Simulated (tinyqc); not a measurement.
Worked calculation: UHF in the 6-31g basis, for H-, spin multiplicity 1. The basis has no diffuse functions, so it cannot describe the extra electron: this is an exercise in the method, not the real anion. One step of it, computed by the program tinyqc.

Question. Iteration 10 (converged): orbitals. Diagonalise F' = X^T F X, C = X C', fill 1 alpha and 1 beta electrons from the bottom; D(s) = C_occ C_occ^T. Each column has its largest component positive (the first on a tie).

converged F(alpha) (hartree):
```
,1H 1s,1H 2s
1H 1s,0.609643,-0.123666
1H 2s,-0.123666,0.101393
```

converged F(beta) (hartree):
```
,1H 1s,1H 2s
1H 1s,0.609643,-0.123666
1H 2s,-0.123666,0.101393
```

X:
```
,1H 1s,1H 2s
1H 1s,1.243622,-0.467072
1H 2s,-0.467072,1.243622
```

Give: F' = X^T F X; orbital energies; coefficients C; F' = X^T F X; orbital energies; coefficients C; D(alpha) after iteration 10; D(beta) after iteration 10.

Answer.

F' = X^T F X (alpha) (hartree):
```
,1,2
1,1.109,-0.631
2,-0.631,0.433
```

orbital energies (alpha) (hartree): MO1 0.055, MO2 1.487

coefficients C (alpha):
```
,MO1,MO2
1H 1s,0.239,1.307
1H 2s,0.827,-1.040
```

F' = X^T F X (beta) (hartree):
```
,1,2
1,1.109,-0.631
2,-0.631,0.433
```

orbital energies (beta) (hartree): MO1 0.055, MO2 1.487

coefficients C (beta):
```
,MO1,MO2
1H 1s,0.239,1.307
1H 2s,0.827,-1.040
```

D(alpha) after iteration 10:
```
,1H 1s,1H 2s
1H 1s,0.057,0.197
1H 2s,0.197,0.683
```

D(beta) after iteration 10:
```
,1H 1s,1H 2s
1H 1s,0.057,0.197
1H 2s,0.197,0.683
```
